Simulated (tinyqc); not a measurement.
Changing the layer thickness t: four-point probe, van der Pauw, Hall and spreading-resistance readings of a semiconductor layer. Computed by tinyqc, a small Python program. Command: `OMP_NUM_THREADS=1 python tinyqc.py 3110763 3110764 out.jsonl probe sweep`. One thread of a shared host (Intel(R) Xeon(R) Processor @ 2.30GHz), about 0.03 s of CPU time with the checks.

The layer is uniform and ohmic; contacts are points unless a radius is given.

Inputs (values chosen for the exercise, modelled on p-type silicon):

| quantity | value | unit |
|---|---|---|
| carrier density n | 3.2e+16 | 1/cm^3 |
| drift mobility mu | 287 | cm^2/(V s) |
| probe spacing s | 0.635 | mm |
| current I | 4 | mA |

Backing of the layer: conducting.

Constants: e = 1.602176634e-19 C.

Method:
- rho = 1/(e n mu); R_s = rho/t.
- Collinear probes with equal spacing on a layer with conducting backing: images at depth 2 m t give V = (rho I/(2 pi s)) G, G = 1 + 4 sum_(m>=1) (-1)^m [1/sqrt(1 + (2 m u)^2) - 1/sqrt(4 + (2 m u)^2)], u = t/s; the sum runs to m = 20000, with the last term halved.
- Limits: thick, rho = 2 pi s V/I; thin on an insulator, rho = (pi/ln 2) t V/I.

One run for each value:

| layer thickness t (micrometre) | voltage V (mV) | G | rho by the thick formula (ohm cm) | rho by the thin formula (ohm cm) |
|---|---|---|---|---|
| 170 | 0.146 | 0.0214 | 0.0145 | 2.810e-03 |
| 310 | 1.468 | 0.2154 | 0.1464 | 5.156e-02 |
| 580 | 4.284 | 0.6288 | 0.4274 | 2.816e-01 |
| 1100 | 6.157 | 0.9037 | 0.6141 | 7.674e-01 |
| 3800 | 6.792 | 0.9969 | 0.6775 | 2.925e+00 |

Give the missing row, layer thickness t (micrometre) = 2000.

Computed row:
```
layer thickness t (micrometre)  voltage V (mV)       G  rho by the thick formula (ohm cm)  rho by the thin formula (ohm cm)
2000                                     6.680  0.9804                             0.6663                         1.514e+00
```

Interpolating between the two neighbouring rows (the first column on a logarithmic scale, the others too where they are positive) misses by up to 3.4 %. Over the rows, voltage V (mV) rises from 0.146 to 6.79 (exponent d ln y / d ln x 3.8 between the first rows and 0.026 between the last); G rises from 0.0214 to 0.997 (exponent d ln y / d ln x 3.8 between the first rows and 0.026 between the last); rho by the thick formula (ohm cm) rises from 0.0145 to 0.678 (exponent d ln y / d ln x 3.8 between the first rows and 0.026 between the last).  Left out: 25.0, 48.0, 89.0 (the backing shorts the probes).
